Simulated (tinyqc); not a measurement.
Three-phonon processes in a diatomic chain: dispersion, energy and momentum conservation, and decay channels of optical phonons: one step, computed by the program tinyqc. Command: `OMP_NUM_THREADS=1 python tinyqc.py 3120624 3120625 out.jsonl threeph walk`. One thread of a shared host (Intel(R) Xeon(R) Processor @ 2.30GHz), about 0.04 s of CPU time with the checks.

Cell length a, two atoms, one spring constant. x = q a/pi runs from -1 to 1; A and O are the acoustic and optical branches. Matrix elements are not computed: only conservation laws and occupation factors are followed.

Question. Dispersion. omega^2 = k (1/m + 1/M) -/+ k sqrt((1/m + 1/M)^2 - 4 sin^2(pi x/2)/(m M)); nu = 15.6333042 THz x sqrt(omega^2) for eV/(angstrom^2 u).

Inputs (values chosen for the exercise, for a model chain): light mass m = 10.8 u; heavy mass M = 35 u; spring constant k = 7.2 eV/angstrom^2.

Constants: nu for 1 eV/(angstrom^2 u) = 15.6333042 THz.

Give: the table «Branches» with the columns nu_A (THz), nu_O (THz), for x = 0.10, 0.20, 0.35, 0.50, 0.65, 0.80, 0.90, 1.00.

Answer.

Branches:
```
x     nu_A (THz)  nu_O (THz)
0.10       1.374      20.604
0.20       2.733      20.468
0.35       4.704      20.107
0.50       6.534      19.589
0.65       8.131      18.982
0.80       9.350      18.412
0.90       9.851      18.149
1.00      10.028      18.052
```
